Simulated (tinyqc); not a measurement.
A log to judge: elastic strain and critical thickness of a cubic alloy layer A(1-x)B(x) on a thick substrate. Computed by tinyqc. Command: `OMP_NUM_THREADS=1 python tinyqc.py 3018904 3018905 out.jsonl misfit walk`. One thread of a shared host (Intel(R) Xeon(R) Processor @ 2.30GHz), about 0.01 s of CPU time with the checks.

Strain is positive in tension. The layer is coherent with the substrate unless said otherwise.

Inputs (values chosen for the exercise, for a model alloy):
```
quantity,value,unit
fraction x of B,0.6,-
lattice constant a_A,5.869,angstrom
lattice constant a_B,6.058,angstrom
substrate lattice constant a_S,5.859,angstrom
start of the iteration h0/b,0.2,-
```

Growth plane: (001). Layer: buried under a thick cap. Misfit dislocation: 60-degree.

C11, C12, C44 of A (GPa): [92.83, 58.29, 46.55]

C11, C12, C44 of B (GPa): [90.4, 42.4, 42.27]

Method:
- a = (1 - x) a_A + x a_B, the same rule for each C_ij; misfit f = (a_S - a)/a, the in-plane strain of the coherent layer.
- Voigt averages: G = (C11 - C12 + 3 C44)/5, B = (C11 + 2 C12)/3, nu = (3 B - 2 G)/(2 (3 B + G)); b = a/sqrt(2). The 60-degree dislocation has cos alpha = 1/2, and cos lambda = 1/2 on (001).
- Matthews-Blakeslee: h_c = A [ln(h_c/b) + 1], A = b (1 - nu cos^2 alpha)/(4 pi |f| (1 + nu) cos lambda), the factor 4 pi being that of a buried layer, with a dislocation at both interfaces.
- Start at h0, put the right side back in, and stop when the change is below 1e-9 h or h turns negative.

Iteration:
```
step,h in (nm),h out (nm),change (nm)
1,0.0846039,-1.46673,-1.55134
```

Can the last value be used, and what does the course show?

No. The start lies below the lower, unphysical root of the equation, so h falls and turns negative, where the logarithm fails. Reruns converge with start of the iteration h0/b = 20.0; or with start of the iteration h0/b = 1.0.
